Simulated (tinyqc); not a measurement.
From results back to parameters: static screening by free carriers. Four cases, with inputs chosen for the exercise.

Problem. At zero temperature the gas shows Friedel oscillations of period pi/kF and a Thomas-Fermi length 1/qTF; n and m are hidden.

kF = (3 pi^2 n/Mv)^(1/3), EF = c kF^2/m with c = hbar^2/2m0, n in 1/angstrom^3 (1e-24 per 1/cm^3), e2 = e^2/(4 pi eps0). Thomas-Fermi: qTF^2 = 6 pi e2 n/(eps EF). Debye: qD^2 = 4 pi e2 n/(eps kB T).

Constants: hbar^2/2m0 = 3.80998211 eV angstrom^2; e^2/(4 pi eps0) = 14.39964547 eV angstrom.

Find: kF; n; m.

Method. kF = pi/period and n = Mv kF^3/(3 pi^2); qTF^2 = 2 e2 Mv m kF/(pi eps c) then gives m.

Case 1.

Values chosen (out of a larger set: near those of GaAs; not measured data): Mv = 1 (valleys); eps = 13 (background dielectric constant).

period = 110.318 angstrom
1/qTF = 53.2938 angstrom

Solution.

kF = 0.02848 1/angstrom
n = 7.80e+17 1/cm^3
m = 0.067 m0

Case 2.

Values chosen (out of a larger set: a free-electron density near that of Ag; not measured data): Mv = 1 (valleys); eps = 1 (background dielectric constant).

period = 2.62191 angstrom
1/qTF = 0.588951 angstrom

Solution.

kF = 1.198 1/angstrom
n = 5.81e+22 1/cm^3
m = 1.000 m0

Case 3.

Values chosen (out of a larger set: a free-electron density near that of Cu; not measured data): Mv = 1 (valleys); eps = 1 (background dielectric constant).

period = 2.33458 angstrom
1/qTF = 0.555745 angstrom

Solution.

kF = 1.346 1/angstrom
n = 8.23e+22 1/cm^3
m = 1.000 m0

Case 4.

Values chosen (out of a larger set: near those of GaN; not measured data): Mv = 1 (valleys); eps = 9.54 (background dielectric constant).

period = 52.8352 angstrom
1/qTF = 18.3516 angstrom

Solution.

kF = 0.05946 1/angstrom
n = 7.10e+18 1/cm^3
m = 0.198 m0

Computed by tinyqc, one run a case: `OMP_NUM_THREADS=1 python tinyqc.py N N+1 out.jsonl` with N = 1682522, 1682608, 1682611, 1682662; one thread of a shared Intel(R) Xeon(R) Processor @ 2.30GHz, about 0.01 s a run at most.
